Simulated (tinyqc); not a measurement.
Effective mass of the heavy-hole band from tabulated energies: one step. Finite differences. Three cases, with inputs chosen for the exercise.

Question. The band is even in k. m = c k^2/E(k) from the points 1, 2, 4 (k = 0 is point 0); Richardson from points 1 and 2: c/m = [16 E(k1) - E(k2)]/(12 k1^2).

c = hbar^2/2m0. A uniform scatter of up to 0.3 meV has been added to mimic numerical noise.
Constants: hbar^2/2m0 = 3.80998211 eV angstrom^2.

Case 1.

Energies along [110], from the band edge downward:
```
k (1/angstrom),E (meV)
0.0000000,0.000000
0.0150000,1.125500
0.0300000,4.953500
0.0450000,11.213400
0.0600000,20.022200
0.0750000,31.369400
0.0900000,44.776200
0.1050000,61.200300
0.1200000,79.498200
```

reference mass (curvature of the model at k = 0.0001 1/angstrom) = 0.6817631 m0

Case 2.

Energies along [110], from the band edge downward:
```
k (1/angstrom),E (meV)
0.0000000,0.000000
0.0130000,1.059700
0.0260000,4.089500
0.0390000,8.381200
0.0520000,15.264900
0.0650000,22.628700
0.0780000,31.467600
0.0910000,41.158700
0.1040000,51.482500
```

reference mass (curvature of the model at k = 0.0001 1/angstrom) = 0.6539536 m0

Case 3.

Energies along [110], from the band edge downward:
```
k (1/angstrom),E (meV)
0.0000000,0.000000
0.0180000,1.857700
0.0360000,7.342100
0.0540000,15.791600
0.0720000,27.112700
0.0900000,40.034400
0.1080000,53.372800
0.1260000,67.427300
0.1440000,81.120600
```

reference mass (curvature of the model at k = 0.0001 1/angstrom) = 0.6592493 m0

Give: m from points 1, 2, 4; m by Richardson.

Answer.

Case 1.

m from points 1, 2, 4 (m0): 0.76166  0.69223  0.68504

m by Richardson = 0.78800 m0

Errors against the reference: +11.72, +1.54 and +0.48 % and +15.58 %. The extrapolation does not help: a scatter of 0.3 meV is 27 % of the first energy, and the formula weights that point by 4/3.

Case 2.

m from points 1, 2, 4 (m0): 0.60761  0.62980  0.67489

m by Richardson = 0.60056 m0

Errors against the reference: -7.09, -3.69 and +3.20 % and -8.16 %. The extrapolation does not help: a scatter of 0.3 meV is 28 % of the first energy, and the formula weights that point by 4/3.

Case 3.

m from points 1, 2, 4 (m0): 0.66450  0.67252  0.72848

m by Richardson = 0.66186 m0

Errors against the reference: +0.80, +2.01 and +10.50 % and +0.40 %. With a scatter of 0.3 meV, 16 % of the first energy, the errors from points 1 and 2 are partly noise, which the extrapolation cannot remove.

Computed by tinyqc, one run a case: `OMP_NUM_THREADS=1 python tinyqc.py N N+1 out.jsonl` with N = 1851184, 1851244, 1880629; one thread of a shared Intel(R) Xeon(R) Processor @ 2.30GHz, about 0.01 s a run at most.
